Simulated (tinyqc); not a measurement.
## Bandgap voltage reference from two bipolar transistors: output against temperature

Two transistors of area 1 and N carry the same current I. Is(T) = Is (T/T0)^eta exp[(Vg0 q/kB)(1/T0 - 1/T)], VBE1 = Vt ln(I/Is(T)) + I rb, VBE2 = Vt ln(I/(N Is(T))) + I rb/N. The amplifier forces I R1(T) = VBE1 - VBE2 + Vos, with R(T) = R (1 + tc (T - T0)) for both resistors, and the output is Vref = VBE1 + I R2(T). Base currents and the Early effect are neglected.

Vt = kB T/q; I = (Vt ln N + Vos)/(R1(T) - rb (1 - 1/N)).

Inputs (values chosen for the exercise); values of the order met in silicon bipolar transistors: reference temperature T0 = 298 K; band-gap voltage extrapolated to 0 K Vg0 = 1.171 V; temperature exponent of the saturation current eta = 4.2; saturation current of the unit transistor at T0 Is = 5.1e-18 A; area ratio of the second transistor N = 10; resistor across which the difference of VBE falls, at T0 R1 = 21 kohm; temperature coefficient of both resistors tc = 0 ppm/K; offset of the amplifier Vos = -1.6 mV; series resistance of the unit transistor rb = 18 ohm; output resistor at T0 R2 = 188.4 kohm.

Constants: q = 1.602176634e-19 C, kB = 1.380649e-23 J/K. Results are converted to the units shown.

Result of one run:
```
I (uA)  VBE1 (V)  I R2 (V)  Vref (V)  Vref - Vref(T0) (mV)  dVref/dT (uV/K)
2.316     0.7771    0.4364     1.213                 3.226           -48.49
```

Which temperature T gave this result: 218, 233, 253 or 348 K?

T = 253 K.

The whole series:
```
T (K)  I (uA)  VBE1 (V)  I R2 (V)  Vref (V)  Vref - Vref(T0) (mV)  dVref/dT (uV/K)
218     1.985    0.8404    0.3740     1.214                 4.222           -7.420
233     2.127    0.8134    0.4007     1.214                 3.972           -25.78
253     2.316    0.7771    0.4364     1.213                 3.226           -48.49
273     2.505    0.7402    0.4720     1.212                 2.044           -69.48
298     2.742    0.6937    0.5165     1.210                     0           -93.65
323     2.978    0.6465    0.5611     1.208                -2.623           -115.9
348     3.214    0.5988    0.6056     1.204                -5.780           -136.4
373     3.451    0.5506    0.6501     1.201                -9.432           -155.6
398     3.687    0.5020    0.6947     1.197                -13.55           -173.5
423     3.924    0.4529    0.7392     1.192                -18.10           -190.3
```

VBE1 falls by 1.89 mV/K on average and I R2 rises by 1.78 mV/K. The slope of Vref vanishes at T = 212 K. Between 233 and 398 K Vref spans 17.5 mV, or 87.9 ppm/K by the box method (span over the average over T, over 165 K).

tinyqc, about 0.02 s, one thread, Intel Xeon 2.30GHz (shared host): `OMP_NUM_THREADS=1 python tinyqc.py 2062166 2062167 out.jsonl`
